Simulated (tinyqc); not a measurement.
Line constants from open and short measurements.

Inverse problem. A uniform line of length len, under a quarter wavelength, has Z_open = Zc coth(gamma len) and Z_short = Zc tanh(gamma len); gamma Zc = r + i w l and gamma/Zc = g + i w c, w = 2 pi f. Find r, l and c.

Inputs (values chosen for the exercise): length len = 0.76 mm; frequency f = 4.9 GHz.

Zin with the far end open = 17.07955-387.83760i ohm
Zin with the far end shorted = 45.706010+4.660705i ohm

Solution. The product of the two impedances is Zc^2 and their ratio tanh^2(gamma len); the principal branch holds below a quarter wavelength.

r = 59.6 ohm/mm
l = 0.274 nH/mm
c = 110 pF/m

Program tinyqc, `OMP_NUM_THREADS=1 python tinyqc.py 2810186 2810187 out.jsonl`; Intel Xeon 2.30GHz, shared host, one thread, about 0.01 s.
